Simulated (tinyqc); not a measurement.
Rapid thermal processing of a wafer: radiative balance, ramp and cooling, pattern effects, pyrometer error and spike budget: one step, computed by the program tinyqc.

The wafer is opaque and uniform through its thickness unless said otherwise; temperatures in formulas are in kelvin (C + 273.15). sigma = 5.670374419e-12 W/(cm^2 K^4).

Task: Pyrometer error. Signal proportional to eps/(exp(c2/(lambda T)) - 1), c2 = h c/k_B. If the assumed emissivity is too high by the given error, the reading T' solves (1 + error)/(exp(c2/(lambda T')) - 1) = 1/(exp(c2/(lambda T)) - 1). Wien estimate: T' - T = -lambda T^2 ln(1 + error)/c2. Process rates go as exp(-E_a/(k_B T)).

Inputs (values chosen for the exercise, modelled on a hot silicon wafer):
```
quantity                              value        unit
process temperature                     793           C
starting temperature                    550           C
pyrometer wavelength                    3.8  micrometre
error of the assumed emissivity          11           %
activation energy of the process E_a      2          eV
```

Constants: h = 6.62607015e-34 J s; c = 299792458 m/s; k_B = 1.380649e-23 J/K; k_B = 8.617333262e-05 eV/K.

Give: c2; c2/(lambda T); reading less true temperature; Wien estimate; rate at T over rate at T', less 1.

Result:

c2 = 14388 micrometre K

c2/(lambda T) = 3.551

reading less true temperature = -29.63 K

Wien estimate = -31.33 K

rate at T over rate at T', less 1 = 86.31 %

Caution: below about 600 C lightly doped silicon is partly transparent at this wavelength, so its emissivity is not yet the hot value early in the ramp.
